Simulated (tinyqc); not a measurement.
Quantum point contact as a saddle point with Zeeman splitting: one step of the calculation.

Potential V0 - m wx^2 x^2/2 + m wy^2 y^2/2; energies are counted from V0. Mode n = 0, 1, ... transmits T_n(E) = 1/(1 + exp(-2 pi (E - E_n)/wx)), E_n = wy (n + 1/2) +/- Ez/2 for the two spins, Ez = gs muB B, muB = q hbar/(2 m0); each spin carries q^2/h.

Problem. Transmissions at the Fermi level. At zero temperature g = G/(2 q^2/h) = (1/2) sum T_n(mu); Fano factor sum T_n (1 - T_n)/sum T_n. Modes beyond those listed are in the sums but add less than 1e-4 to g.

Parameters, values chosen for the exercise:
```
symbol,value,unit,meaning
wy,2.3,meV,transverse quantum hbar wy
wx,0.77,meV,curvature of the barrier hbar wx
mu,5.12,meV,Fermi level above the saddle point
gs,1.3,,size of the g factor
B,2,T,in-plane magnetic field
```

Constants: q = 1.602176634e-19 C, hbar = 1.054571817e-34 J s, h = 6.62607015e-34 J s, m0 = 9.1093837015e-31 kg. Results are converted to the units shown.

Find: E_n; T_n; g; G; Fano factor.

Solution.

```
mode  E_n (meV)    T_n
0-        1.075  1.000
1-        3.375  1.000
2-        5.675  0.011
3-        7.975  0.000
0+        1.225  1.000
1+        3.525  1.000
2+        5.825  0.003
3+        8.125  0.000
```

g = 2.007
G = 155.5 uS
Fano factor = 0.003422

Range of the model: Orbital effects of the in-plane field and interactions (such as the 0.7 feature) are left out.

tinyqc, about 0.04 s, one thread, Intel Xeon 2.30GHz (shared host): `OMP_NUM_THREADS=1 python tinyqc.py 2740001 2740002 out.jsonl`
